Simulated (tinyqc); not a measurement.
Born-von Karman spring model of a cubic crystal with one atom per cell: one step, computed by the program tinyqc.

First neighbours lie at a/2 (1,1,0) (12 of them), second at a (1,0,0) (6), with all permutations and signs; the volume per atom is Omega = a^3/4. Two shells of springs match a real metal only roughly, above all at the zone boundary.

Task: Dynamical matrix at q. A neighbour at R with unit vector n couples by the matrix K(R) = kL n n^T + kT (1 - n n^T), and D(q) = (1/M) sum_R K(R) [1 - cos(q.R)].

Inputs (values chosen for the exercise, modelled on copper): atomic mass M = 63.55 u; radial spring k1L = 1.73 eV/angstrom^2; transverse spring k1T = -0.083 eV/angstrom^2; radial spring k2L = 0.022 eV/angstrom^2; transverse spring k2T = -0.011 eV/angstrom^2.

Lattice: fcc.

wave vector q (2 pi/a): [0.68, 0.48, 0]

Give: D(q).

Result:

D(q) (eV/(angstrom^2 u)), rows x, y, z:
```
[[0.12859, 0.04808, 0.00000],
 [0.04808, 0.09502, 0.00000],
 [0.00000, 0.00000, 0.12160]]
```
